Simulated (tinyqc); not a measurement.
Four-point probe, van der Pauw, Hall and spreading-resistance readings of a semiconductor layer. From one set of inputs to another, one input at a time. Computed by tinyqc, a small Python program. Command: `OMP_NUM_THREADS=1 python tinyqc.py 3113825 3113826 out.jsonl probe ladder`. One thread of a shared host (Intel(R) Xeon(R) Processor @ 2.30GHz), about 0.01 s of CPU time with the checks.

The layer is uniform and ohmic; contacts are points unless a radius is given.

The inputs printed are set A. Set A is modelled on n-type silicon; the values taken over come from a set modelled on p-type silicon. Inputs not listed in the table keep their values of set A, so the rows need not describe a real material.

Inputs (values chosen for the exercise, modelled on n-type silicon): carrier density n = 5.3e+14 1/cm^3; drift mobility mu = 1270 cm^2/(V s); layer thickness t = 120 micrometre; probe spacing s = 0.5 mm; current I = 1 mA; magnetic field B = 0.47 T; Hall factor r_H = 1.1.

Backing of the layer: insulating.

Constants: e = 1.602176634e-19 C.

Method:
- rho = 1/(e n mu); R_s = rho/t.
- Collinear probes with equal spacing on a layer with insulating backing: images at depth 2 m t give V = (rho I/(2 pi s)) G, G = 1 + 4 sum_(m>=1) [1/sqrt(1 + (2 m u)^2) - 1/sqrt(4 + (2 m u)^2)], u = t/s; the sum runs to m = 20000, with the tail 3/(32 u^3 M^2) added to the sum for M = 20000.
- Limits: thick, rho = 2 pi s V/I; thin on an insulator, rho = (pi/ln 2) t V/I.
- V_H = r_H I B/(e n t); apparent density n/r_H; Hall mobility r_H mu; Hall angle tan = r_H mu B (SI).

Each row keeps all changes above it:
```
input moved                        from       to  sheet resistance R_s (ohm/square)  rho by the thick formula (ohm cm)  Hall voltage (mV)
set A                                 -        -                          7.727e+02                          5.356e+01          5.074e+01
drift mobility mu (cm^2/(V s))     1270     65.2                          1.505e+04                          1.043e+03          5.074e+01
current I (mA)                        1     0.02                          1.505e+04                          1.043e+03          1.015e+00
layer thickness t (micrometre)      120      130                          1.389e+04                          9.631e+02          9.367e-01
magnetic field B (T)               0.47     0.54                          1.389e+04                          9.631e+02          1.076e+00
carrier density n (1/cm^3)      5.3e+14  6.2e+18                          1.188e+00                          8.233e-02          9.200e-05
probe spacing s (mm)                0.5    0.635                          1.188e+00                          1.046e-01          9.200e-05
```

Sheet resistance R_s goes from 773 to 1.19, a factor 0.00154 in all. The largest single move comes from carrier density n (a factor 8.55e-5), and drift mobility mu works against it (a factor 19.5). rho by the thick formula goes from 53.6 to 0.105, a factor 0.00195 in all. The largest single move comes from carrier density n (a factor 8.55e-5), and drift mobility mu works against it (a factor 19.5). Hall voltage goes from 50.7 to 9.20e-5, a factor 1.81e-6 in all. The largest single move comes from carrier density n (a factor 8.55e-5). The single moves hold for this order of the switches; the total does not depend on the order.

Caution (rows drift mobility mu): at such a voltage heating and injection at the probes disturb real readings; a smaller current would be used.

Extremes, crossings and ranges named in words are read from the listed rows.
